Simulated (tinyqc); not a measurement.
Length of a molecular wire: coherent transport through a tight-binding bridge. Computed by the program tinyqc. 

A uniform bridge between two chains:
```
parameter                        value
site energy (eV)              1.230000
hopping in the bridge (eV)    1.180000
lead hopping (eV)             1.840000
couplings (eV)              0.67, 0.47
E (eV)                        0.060000
```

T = Gamma_L Gamma_R |G_1n|^2 with the self-energies of semi-infinite chains.

Transmission against length:
```
sites           T    ln T
2      8.8508e-01  -0.122
3      7.9413e-02  -2.533
4      7.8469e-02  -2.545
5      8.8709e-01  -0.120
6      7.8195e-02  -2.549
7      7.9700e-02  -2.529
8      8.8389e-01  -0.123
9      7.7035e-02  -2.563
10     8.0991e-02  -2.513
```

E lies inside the band of the bridge (|E - e|/2h = 0.496 < 1): T does not decay but oscillates with length, between 0.077 and 0.887 here, as levels of the bridge pass E.
